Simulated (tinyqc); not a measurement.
Worked calculation: UKS/exchange-only LDA in the 6-311g basis, for H2-, spin multiplicity 2. The basis has no diffuse functions, so it cannot describe the extra electron: this is an exercise in the method, not the real anion. One step of it, computed by the program tinyqc.

Task: Orthogonalisation. S = U s U^T; canonical form X = U s^(-1/2), so that X^T S X = 1. Each column of U has its largest component positive (the first on a tie).

overlap S, lower triangle:
```
          1H 1s     1H 2s     1H 3s     2H 1s     2H 2s     2H 3s
1H 1s  1.000000
1H 2s  0.706377  1.000000
1H 3s  0.373664  0.788963  1.000000
2H 1s  0.012294  0.113395  0.190912  1.000000
2H 2s  0.113395  0.315564  0.453833  0.706377  1.000000
2H 3s  0.190912  0.453833  0.695115  0.373664  0.788963  1.000000
```

Give: eigenvalues of S; X.

Result:

eigenvalues of S: 0.067  0.127  0.362  0.704  1.548  3.192

X:
```
            1       2       3       4       5      6
1H 1s   0.763  -0.842  -0.719   0.682   0.420  0.161
1H 2s  -1.775   1.542   0.522   0.081   0.349  0.246
1H 3s   1.918  -0.919   0.770  -0.489   0.156  0.265
2H 1s  -0.763  -0.842   0.719   0.682  -0.420  0.161
2H 2s   1.775   1.542  -0.522   0.081  -0.349  0.246
2H 3s  -1.918  -0.919  -0.770  -0.489  -0.156  0.265
```
